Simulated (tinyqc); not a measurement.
Brillouin zone and empty-lattice bands of the hcp structure: one step. Empty-lattice levels at Gamma, L and H.

Primitive vectors a1 = a (1,0,0), a2 = a (-1/2, sqrt3/2, 0), a3 = (0,0,c); atoms at 0 and a1/3 + 2 a2/3 + a3/2. Reciprocal vectors obey a_i.b_j = 2 pi delta_ij; k is given in units of 2 pi/a. Empty-lattice levels are c0 (2 pi/a)^2 |k + G|^2, c0 = hbar^2/2m0. Points: M = (1/2, 1/(2 sqrt3), 0), K = (2/3, 0, 0), A = (0, 0, a/2c), L = M + A, H = K + A.

Constants: hbar^2/2m0 = 3.80998211 eV angstrom^2.

Parameters, chosen for this exercise (out of a larger set: lattice near that of Co; not measured data): a = 2.516 angstrom (lattice constant); ca = 1.614 (c/a).

Question. Give the five lowest values of |k + G|^2 with their degeneracy (spin not counted).

Give: a table of point, |k + G|^2, degeneracy, E (eV).

Answer.

Levels:

| point | \|k + G\|^2 | degeneracy | E (eV) |
|---|---|---|---|
| Gamma | 0.0000 | 1 | 0.000 |
| Gamma | 0.3839 | 2 | 9.121 |
| Gamma | 1.3333 | 6 | 31.681 |
| Gamma | 1.5355 | 2 | 36.485 |
| Gamma | 1.7172 | 12 | 40.802 |
| L | 0.4293 | 4 | 10.201 |
| L | 1.0960 | 4 | 26.041 |
| L | 1.1971 | 4 | 28.443 |
| L | 1.8637 | 4 | 44.284 |
| L | 2.4293 | 8 | 57.722 |
| H | 0.5404 | 6 | 12.841 |
| H | 1.3082 | 6 | 31.083 |
| H | 1.8737 | 6 | 44.522 |
| H | 2.6415 | 6 | 62.764 |
| H | 2.8437 | 6 | 67.568 |

The lowest level is 4-fold at L and 6-fold at H: as many zones meet there, and these are the lowest sets at these points on which a weak potential acts. On the face A-H-L of hcp the levels stay paired: the structure factor of (0001) vanishes, and without spin-orbit coupling the screw axis with time reversal keeps the pairing to all orders.

Program tinyqc; command `OMP_NUM_THREADS=1 python tinyqc.py 1851044 1851045 out.jsonl`; about 0.02 s on one thread of a shared Intel(R) Xeon(R) Processor @ 2.30GHz.
